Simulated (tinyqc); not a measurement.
# Long-channel MOSFET, surface-potential model: potential, charge and velocity along the channel

n-channel transistor on a uniformly doped p-type body, gradual-channel approximation, constant mobility, Boltzmann statistics, full ionisation. Potentials are counted from the neutral body; V is the electron quasi-Fermi potential, Vsb at the source and Vsb + Vds at the drain. Charges are magnitudes per area.

ni = sqrt(Nc Nv) exp(-Eg/(2 Vt)), Eg in volts; phiF = Vt ln(Na/ni); Cox = eps0 eox/tox; gamma = sqrt(2 q eps0 eps_r Na)/Cox. The surface potential psi at channel potential V solves Vgs + Vsb - Vfb - psi = gamma sqrt(G), G = psi - Vt + Vt exp((psi - 2 phiF - V)/Vt). Charge sheet: Qi = Cox gamma [sqrt(G) - sqrt(psi - Vt)]; I = mu (W/L) [integral of Qi dpsi from psi_0 to psi_L (drift) + Vt (Qi0 - QiL) (diffusion)], with psi_0 at V = Vsb and psi_L at V = Vsb + Vds. The current is the same at every point, so the place y where the channel potential is Vsb + v follows from y/L = I(Vds = v)/I(Vds); the mean carrier velocity is I/(W Qi).

Values chosen for this exercise; material values close to those of gallium arsenide: temperature T = 273 K; band gap Eg = 1.44 eV; relative permittivity of the semiconductor eps_r = 12.7; conduction-band density of states at T Nc = 3.89e17 cm^-3; valence-band density of states at T Nv = 7.73e18 cm^-3; acceptor density of the body Na = 9.4e16 cm^-3; relative permittivity of the gate insulator eox = 7.76; insulator thickness tox = 8.4 nm; flat-band voltage Vfb = -1.08 V; channel mobility mu = 580 cm^2/(V s); gate width W = 5 um; gate length L = 1 um; source-body reverse bias Vsb = 1 V; gate-source voltage Vgs = 0.76 V; drain-source voltage Vds = 2 V.

Constants: q = 1.602176634e-19 C, kB = 1.380649e-23 J/K, Vt = kB T/q, eps0 = 8.8541878128e-14 F/cm where lengths are in cm. Results are converted to the units shown.

Along the channel:
```
v (V)  psi (V)  Qi (nC/cm^2)     y/L  velocity (cm/s)
0.023    2.417         61.17  0.3022          4.853e5
0.046    2.433         46.88  0.5397          6.332e5
0.068    2.448         34.36  0.7105          8.639e5
0.091    2.461         22.90  0.8363          1.296e6
0.114    2.471         13.66  0.9164          2.172e6
0.137    2.479         7.126  0.9616          4.165e6
0.159    2.483         3.374  0.9832          8.798e6
0.182    2.485         1.401  0.9933          2.119e7
```

What do the numbers show?

Half of the listed voltage range, v = 0.091 V, is reached at y/L = 0.836. The charge falls from 61.2 to 1.40 nC/cm^2 over the rows, so the velocity rises by a factor of 43.7 to keep the current constant. The last velocity exceeds 1e7 cm/s, a usual saturation velocity, so constant mobility fails there.

Program tinyqc, `OMP_NUM_THREADS=1 python tinyqc.py 2360129 2360130 out.jsonl`; Intel Xeon 2.30GHz, shared host, one thread, about 0.06 s.
